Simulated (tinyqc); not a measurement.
Comparisons within one model: mean-field antiferromagnet of the Hubbard model on the simple cubic lattice. A value that a table varies takes the place of the one given here.

e(k) = -2 t (cx + cy + cz) - 4 t2 (cx cy + cy cz + cz cx), ci = cos ki; one electron a site; Q = (pi, pi, pi). <n_up - n_dn> = m cos(Q.R) gives Delta = U m/2 and bands E = e+ -/+ sqrt(e-^2 + Delta^2), e+- = (e(k) +- e(k + Q))/2 (the constant U/2 is dropped). Means run over the mesh k_i = 2 pi (j + 1/2)/N of the whole zone: mu from mean(f(E-) + f(E+)) = 1; m(out) = mean of Delta (f(E-) - f(E+))/sqrt(e-^2 + Delta^2); free energy per site F = -kT mean[ln(1 + exp(-(E- - mu)/kT)) + ln(1 + exp(-(E+ - mu)/kT))] + mu + U m^2/4.

Constants: kB = 8.617333262e-05 eV/K.

Inputs chosen for the exercise:
- t = 0.44 eV (nearest hopping)
- t2 = 0 eV (second hopping)
- T = 100 K
- U = 4.25 eV (on-site repulsion)

## From weak to strong coupling

Mesh N = 16, start m = 0.9, at most 400 steps; U takes the listed multiples of t. The gap (negative: overlap) is read for that Delta on the unshifted mesh N = 24, which holds the band extrema.

Results:
```
U/t       m  Delta (eV)  gap (eV)  F - F(0) (meV)  J = 4 t^2/U (meV)
1.5   0.000       0.000     0.000            0.00               1173
2.0   0.172       0.075     0.151           -0.51                880
3.0   0.426       0.281     0.563          -11.59                587
4.0   0.589       0.519     1.037          -40.86                440
5.0   0.696       0.765     1.530          -86.88                352
6.0   0.767       1.012     2.024         -146.10                293
8.0   0.852       1.499     2.998         -291.98                220
12.0  0.926       2.445     4.891         -644.86                147
20.0  0.971       4.274     8.549        -1445.91                 88
```

On this mesh a moment above 0.02 first appears at U/t = 2 of those listed; a gap is open from U/t = 2 on. With t2 = 0 the Fermi surface is nested by Q, so at zero temperature and on an infinite mesh any U orders; at small U the finite mesh and kT = 0.020 t can suppress or reduce the moment. At U/t = 20 m has reached 0.971 and the gap is 0.97 U. Mean field leaves out spin fluctuations, which lower m (at large U to about 0.6 on the square and 0.85 on the simple cubic lattice) and the ordering temperature.

## Order against temperature

Mesh N = 16, start m = 0.9, at most 400 steps; Delta(50 K) = 1.8956 eV.

Results:
```
T (K)  kT/Delta(50 K)      m  Delta (eV)
1100            0.050  0.892      1.8956
3300            0.150  0.890      1.8921
5500            0.250  0.861      1.8299
7700            0.350  0.761      1.6170
9240            0.420  0.620      1.3169
10560           0.480  0.400      0.8506
11880           0.540  0.000      0.0000
13200           0.600  0.000      0.0000
15400           0.700  0.000      0.0000
```

The moment is below 0.02 from 11880 K on (kT/Delta = 0.54); close to the transition 400 steps may not suffice, so a small m in the row before can be unconverged. Weak-coupling theory puts the transition at 0.567 and the atomic limit at 0.5. At U/t = 9.7 this scale marks the loss of local moments, while order between them is lost on the scale J = 4 t^2/U = 2114 K. Fluctuations, left out, lower the true transition.

## Mesh

Start m = 0.9, at most 400 steps.

Results:
```
N        m  Delta (eV)
4   0.8904      1.8922
6   0.8921      1.8957
8   0.8921      1.8956
12  0.8921      1.8956
16  0.8921      1.8956
```

m spans 0.8904 to 0.8921; it stays within 0.002 of the last value from N = 4 on. The level spacing across the Fermi surface, about 4 pi t/N, should fall below the larger of Delta = 1.896 eV and kT, a rough rule that asks for N above about 2.9.

## What moves the order

Mesh N = 16, start m = 0.9; the gap (negative: overlap) is read for that Delta on the unshifted mesh N = 24. Each row changes one parameter from the base and keeps the others.

Results:
```
case                 m  Delta (eV)  gap (eV)
base            0.8921      1.8956    3.7913
U = 4.675 eV    0.9085      2.1237    4.2473
t = 0.484 eV    0.8731      1.8553    3.7106
t2 = -0.022 eV  0.8921      1.8956    3.7033
T = 700 K       0.8921      1.8956    3.7913
```

The largest shifts from the base row, up to three for each result and ties (the steps differ in size, so this ranks the rows, not the parameters). m: t -0.0190, U +0.0164; unchanged at the printed digits by t2 and T. Delta (eV): U +0.2280, t -0.0403; unchanged at the printed digits by t2 and T. gap (eV): U +0.4560, t2 -0.0880, t -0.0807; unchanged at the printed digits by T.

tinyqc: `OMP_NUM_THREADS=1 python tinyqc.py 1681229 1681230 out.jsonl`; about 0.1 s, one thread, shared Intel(R) Xeon(R) Processor @ 2.30GHz.
